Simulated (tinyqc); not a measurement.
# Changing the dislocation density rho

Model: straight dislocations in isotropic elasticity: fields, energies, partials, Peierls stress and walls. Computed by tinyqc, a small Python program. Command: `OMP_NUM_THREADS=1 python tinyqc.py 3017501 3017502 out.jsonl disloc sweep`. One thread of a shared host (Intel(R) Xeon(R) Processor @ 2.30GHz), about 0.01 s of CPU time with the checks.

The line runs along z, the glide plane is y = 0, and beta is the angle between b and the line (0 screw, 90 degrees edge): b_e = b sin(beta) along +x with the extra half plane at y > 0, b_s = b cos(beta). Stress is positive in tension.

Inputs (values chosen for the exercise, modelled on nickel):
```
quantity          value      unit
shear modulus G    80.8       GPa
Poisson ratio nu  0.319         -
Burgers vector b  2.492  angstrom
core radius r0/b    1.5         -
source length l     210        nm
```

Character: 60-degree.

Constants: 1 eV/angstrom^3 = 160.2176634 GPa.

Method:
- Energy factor K = G [cos^2(beta) + sin^2(beta)/(1 - nu)].
- E = K b^2/(4 pi) ln(R/r0) with R = 1/(2 sqrt(rho)); tension T = E + d^2E/d(beta)^2 = G b^2 [1 + nu - 3 nu sin^2(beta)]/(4 pi (1 - nu)) ln(R/r0). The core energy is taken into r0.
- Frank-Read source, averaged over the loop: tau = G b/(2 pi l) [(1 - nu/2)/(1 - nu)] ln(l/r0). Taylor hardening: tau = 0.3 G b sqrt(rho).

One run for each value:
```
dislocation density rho (1/m^2)  stored energy rho E (kJ/m^3)  Taylor stress (MPa)  line energy E (eV/nm)
1.00e+08                                            6.369e-04            6.041e-02                  39.75
1.00e+09                                            5.748e-03            1.910e-01                  35.88
1.00e+10                                            5.127e-02            6.041e-01                  32.00
1.00e+11                                            4.505e-01            1.910e+00                  28.12
1.00e+12                                            3.884e+00            6.041e+00                  24.24
1.00e+13                                            3.263e+01            1.910e+01                  20.37
1.00e+14                                            2.642e+02            6.041e+01                  16.49
1.00e+15                                            2.021e+03            1.910e+02                  12.61
1.00e+16                                            1.399e+04            6.041e+02                   8.73
```

What does the table show, and why?

Over the rows, stored energy rho E (kJ/m^3) rises from 6.37e-4 to 14000 (exponent d ln y / d ln x 0.96 between the first rows and 0.84 between the last); Taylor stress (MPa) rises from 0.0604 to 604 (exponent d ln y / d ln x about 0.50 throughout); line energy E (eV/nm) falls from 39.8 to 8.73 (exponent d ln y / d ln x -0.045 between the first rows and -0.16 between the last). The exponent of Taylor stress stays at 0.50: the forest spacing is rho^(-1/2).
